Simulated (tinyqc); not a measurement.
Hot electrons in a saturated n-channel MOSFET, lucky-electron model: one step of the calculation.

Beyond pinch-off the lateral field grows as Esat cosh(y/l) over the velocity-saturated region (pseudo-two-dimensional model). Impact ionisation in this region gives the substrate current, which biases the body forward through Rsub. Currents are per width. Local-field laws: they overstate ionisation when the field peak is narrower than an energy relaxation length.

Task. Body bias from the substrate current. Cox = 3.9 eps0/tox. Overdrive g = Vg - VT + kb Vb; Vdsat = g Esat L/(g + Esat L); Id = Cox vs (g - Vdsat); dV = Vd - Id Rd - Vdsat; Em = sqrt((dV/l)^2 + Esat^2); Isub = Id (Ai/Bi) l Em exp(-Bi/Em). Vb(new) = Rsub Isub.

Parameters, values chosen for the exercise; values close to those of silicon n-channel devices:
- L = 0.35 um (channel length)
- tox = 6.8 nm (oxide thickness)
- VT = 0.49 V (threshold)
- vs = 9.2e6 cm/s (saturation velocity)
- Ai = 2e6 1/cm (ionisation prefactor)
- Bi = 1.7 MV/cm (ionisation field)
- Rd = 200 ohm um (resistance of the lightly doped drain)
- Rsub = 2700 ohm um (substrate resistance)
- kb = 0.27 (fall of VT per volt of forward body bias)
- Vd = 2.6 V (drain voltage)
- Vg = 1.5 V (gate voltage)

Constants: eps0 = 8.8541878128e-14 F/cm where lengths are in cm. Results are converted to the units shown.

Vb at the start = 0 V
l = 49.477268 nm
Esat = 0.061333333 MV/cm

Give: Vdsat; Id; dV; Em; Isub; Vb after iteration 1.

Result.

Vdsat = 0.6868 V
Id = 151.0 uA/um
dV = 1.883 V
Em = 0.3855 MV/cm
Isub = 4.117 uA/um
Vb after iteration 1 = 0.01112 V

Computed by the program tinyqc: `OMP_NUM_THREADS=1 python tinyqc.py 2550027 2550028 out.jsonl`, one thread of a shared Intel Xeon 2.30GHz, about 0.01 s for the whole run.
